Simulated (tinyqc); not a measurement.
Inside a calculation. Model: collinear exchange A + BC -> AB + C on a London-Eyring-Polanyi-Sato surface: saddle, string of images and rate. Computed by tinyqc, a small Python program that keeps every step. Command: `OMP_NUM_THREADS=1 python tinyqc.py 3111585 3111586 out.jsonl leps walk`. One thread of a shared host (Intel(R) Xeon(R) Processor @ 2.30GHz), about 0.05 s of CPU time with the checks. Intermediate numbers are printed to about 6 digits and carried at full precision; extremes and crossings named in words are read from the listed rows.

x = r(AB), y = r(BC), r(AC) = x + y. V is counted from separated atoms, the barrier from A + BC, that is V + D(BC).

Inputs (values chosen for the exercise, for a model exchange):

| quantity | value | unit |
|---|---|---|
| D(AB) | 3.81 | eV |
| r0(AB) | 1.05 | angstrom |
| beta(AB) | 1.79 | 1/angstrom |
| D(BC) | 4.03 | eV |
| r0(BC) | 1.52 | angstrom |
| beta(BC) | 1.69 | 1/angstrom |
| D(AC) | 4.34 | eV |
| r0(AC) | 1.37 | angstrom |
| beta(AC) | 1.81 | 1/angstrom |
| Sato parameter S | 0.11 | - |
| mass of A | 1.008 | u |
| mass of B | 16 | u |
| mass of C | 28.09 | u |
| temperature T | 500 | K |
| step of the string | 0.015 | angstrom^2/eV |

Constants: nu for 1 eV/(angstrom^2 u) = 15.6333042 THz; h x 1 THz = 4.135667696 meV; k_B = 1.380649e-23 J/K; u = 1.6605390666e-27 kg; k_B = 8.617333262e-05 eV/K.

## One point of the surface

For each pair, with u = exp(-beta (r - r0)): Q = D [(3 + S) u^2 - (2 + 6 S) u]/(4 (1 + S)), J = D [(1 + 3 S) u^2 - (6 + 2 S) u]/(4 (1 + S)); V = Q1 + Q2 + Q3 - sqrt(((J1 - J2)^2 + (J2 - J3)^2 + (J3 - J1)^2)/2). Take x = r0(AB) + 0.3 and y = r0(BC) + 0.1 angstrom.

Pair terms:

| pair | u | Q (eV) | J (eV) |
|---|---|---|---|
| AB | 0.584499 | -0.422421 | -2.72982 |
| BC | 0.844509 | -0.025738 | -3.90683 |
| AC | 0.055244 | -0.134361 | -0.33191 |

V = -3.73810 eV

## Relaxing the string

String of 9 images between the fixed ends (r0(AB) + 2, r0(BC)) and (r0(AB), r0(BC) + 2), started on the two straight legs through (r0(AB) + 0.3, r0(BC) + 0.3): each iteration moves the inner images by -step x gradient (central differences) and spaces them evenly again along the broken line (coordinates are kept between 0.2 and 8 angstrom); stop when no coordinate changes by more than 1e-5 angstrom, at most 400 iterations.

Course:

| iteration | highest inner image above A + BC (eV) | largest move (angstrom) |
|---|---|---|
| 1 | 0.561141 | 3.42789e-02 |
| 2 | 0.499116 | 3.06061e-02 |
| 3 | 0.451591 | 2.64964e-02 |
| 4 | 0.417091 | 2.23282e-02 |
| 5 | 0.393267 | 1.83843e-02 |
| 6 | 0.377540 | 1.48394e-02 |
| 7 | 0.371029 | 1.17785e-02 |
| ... | ... | ... |
| 39 | 0.353814 | 2.60334e-05 |
| 40 | 0.353815 | 2.16811e-05 |
| 41 | 0.353816 | 1.80556e-05 |
| 42 | 0.353817 | 1.50359e-05 |
| 43 | 0.353818 | 1.25208e-05 |
| 44 | 0.353819 | 1.04261e-05 |
| 45 | 0.353819 | 8.68164e-06 |

Images at the end:

| image | x (angstrom) | y (angstrom) | V + D(BC) (eV) |
|---|---|---|---|
| 0 | 3.05000 | 1.52000 | 0.012319 |
| 1 | 2.59128 | 1.52086 | 0.028609 |
| 2 | 2.13256 | 1.52413 | 0.067671 |
| 3 | 1.67466 | 1.54688 | 0.162234 |
| 4 | 1.25099 | 1.71832 | 0.349113 |
| 5 | 1.08184 | 2.14472 | 0.353819 |
| 6 | 1.05566 | 2.60257 | 0.289413 |
| 7 | 1.05121 | 3.06128 | 0.252710 |
| 8 | 1.05000 | 3.52000 | 0.235124 |

last move = 8.68164e-06 angstrom

Converged in 45 iterations.

## Saddle by Newton steps

From the highest inner image, z -> z - H^-1 g with gradient g and Hessian H by central differences, steps capped at 0.15 angstrom, 12 steps.

The first seven points:

| step | x | y | V + D(BC) (eV) | \|g\| (eV/angstrom) |
|---|---|---|---|---|
| 0 | 1.08184 | 2.14472 | 0.353819 | 1.58373e-01 |
| 1 | 1.09879 | 1.99568 | 0.374218 | 1.41753e-01 |
| 2 | 1.13398 | 1.84987 | 0.382134 | 2.36214e-01 |
| 3 | 1.13423 | 1.89169 | 0.380790 | 1.60755e-02 |
| 4 | 1.13780 | 1.88472 | 0.380818 | 9.85037e-04 |
| 5 | 1.13775 | 1.88502 | 0.380818 | 7.65703e-07 |
| 6 | 1.13775 | 1.88502 | 0.380818 | 0 |

saddle (x, y) (angstrom): 1.13775  1.88502

barrier = 0.380818 eV

Hessian (eV/angstrom^2):
```
         x       y
x  11.9756  5.0702
y   5.0702  0.7096
```

The highest image lies 27.0 meV below the saddle. Stretches at the saddle: AB 0.088, BC 0.365 angstrom, for a reaction energy D(BC) - D(AB) = +0.22 eV: a late barrier for an endothermic step.

## Frequencies at the saddle

Wilson matrix G = [[1/m_A + 1/m_B, -1/m_B], [-1/m_B, 1/m_B + 1/m_C]]; eigenvalues lambda of G H give nu = 15.6333042 THz x sqrt(|lambda|), the negative one being imaginary. Reactant: nu_BC from k = 2 D beta^2 and 1/m_B + 1/m_C. Skew angle: cos = sqrt(m_A m_C/((m_A + m_B)(m_B + m_C))).

imaginary frequency = 5.85698 THz

real frequency at the saddle = 54.6165 THz

nu_BC = 23.4930 THz

skew angle = 78.7952 degrees

## Transition-state rate

One-dimensional rate constant without tunnelling, k = sqrt(k_B T/(2 pi mu)) [sinh(h nu_BC/(2 k_B T))/sinh(h nu_s/(2 k_B T))] exp(-barrier/(k_B T)) with mu = m_A (m_B + m_C)/(m_A + m_B + m_C); Wigner factor 1 + (h nu_i/(k_B T))^2/24; adiabatic barrier = barrier + h (nu_s - nu_BC)/2.

adiabatic barrier = 0.445176 eV

rate constant k = 2.40158 cm/s

Wigner factor = 1.01317

## Rate against temperature

The formulas are those given above.

Rates; the last column is k_B T^2 d ln k/dT:

| T (K) | k (cm/s) | Wigner factor | activation energy (eV) |
|---|---|---|---|
| 300 | 2.05947e-03 | 1.03658 | 0.455820 |
| 400 | 1.69807e-01 | 1.02058 | 0.456567 |
| 550 | 6.29211e+00 | 1.01088 | 0.456458 |
| 750 | 8.20786e+01 | 1.00585 | 0.456775 |
| 1000 | 4.82225e+02 | 1.00329 | 0.459441 |
| 1400 | 2.23768e+03 | 1.00168 | 0.468029 |
| 2000 | 7.30472e+03 | 1.00082 | 0.486442 |

The activation energy goes from 0.456 eV at 300 K, near the adiabatic barrier plus k_B T/2 (0.458), to 0.486 eV at 2000 K; the classical limit is the barrier plus k_B T/2 (0.467).

Checks made by the program: V for A far away against -D(BC) (relative difference below 1e-10).
